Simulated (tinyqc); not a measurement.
From the diamond lattice to a polar crystal: two-band k.p model of the X valleys of a zinc-blende crystal.

k along the valley axis, counted from X, c = hbar^2/2m0, e = c k^2/ml. H = [[e - D/2, i P k], [-i P k, e + D/2]] with P^2 = D0 c/ml, so E = e -/+ sqrt(D^2/4 + D0 e). For D = 0 (diamond lattice) the bands cross at X.

With x = D/D0: for x < 1 the minima lie at k_m = sqrt(ml D0 (1 - x^2)/(4 c)), the hump at X has the height dE = (D0/4)(1 - x)^2 and the mass at the minimum is ml/(1 - x^2); the mass at X is ml/(1 - 1/x), negative for x < 1. For x > 1 the minimum is at X.

Constants: hbar^2/2m0 = 3.80998211 eV angstrom^2.

Values chosen for the exercise (out of a larger set: of the order of those of AlAs; not measured data): D0 = 0.155 eV (coupling energy); ml = 0.631 m0 (mass along the axis from remote bands).

D is varied at fixed D0 and ml.

Results:
```
x     D (eV)  k_m (1/angstrom)  dE (meV)  mass at the minimum
0.00   0.000            0.0801     38.75                0.631
0.30   0.046            0.0764     18.99                0.693
0.60   0.093            0.0641      6.20                0.986
0.80   0.124            0.0481      1.55                1.753
0.90   0.140            0.0349      0.39                3.321
1.10   0.171            0.0000      0.00                6.941
1.30   0.202            0.0000      0.00                2.734
2.00   0.310            0.0000      0.00                1.262
4.00   0.620            0.0000      0.00                0.841
```

At D = 0 the minima lie 0.0801 1/angstrom from X under a cusp of D0/4 = 39 meV, the pattern of silicon. The hump shrinks as (1 - x)^2, faster than k_m, so at x = 0.9 it is only 0.39 meV although k_m is still 44 % of its first value. The mass diverges at x = 1 from both sides (3.32 at 0.9, 6.94 at 1.1), where the band is quartic.

Program tinyqc; command `OMP_NUM_THREADS=1 python tinyqc.py 1880770 1880771 out.jsonl`; about 0.01 s on one thread of a shared Intel(R) Xeon(R) Processor @ 2.30GHz.
